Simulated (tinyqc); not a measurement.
## Gain factor and gap resistance from two string resistances

Inverse problem. At small bit-line voltage each of the 96 cells has the resistance 1/(K x) at overdrive x (no mobility reduction) in series with a gap resistance Rg. Find K, Rg and the share of the gaps at the higher overdrive.

resistance of a string of 96 equal cells at overdrives of 3.6 and 7 V (kohm): 2529.8424  1352.3532

Answer. The resistance per cell is a straight line in 1/x with slope 1/K and intercept Rg.

K = 11.00 uA/V^2
Rg = 1.100 kohm
share of the gaps = 7.809 %

tinyqc, about 0.7 s, one thread, Intel Xeon 2.30GHz (shared host): `OMP_NUM_THREADS=1 python tinyqc.py 2142035 2142036 out.jsonl`
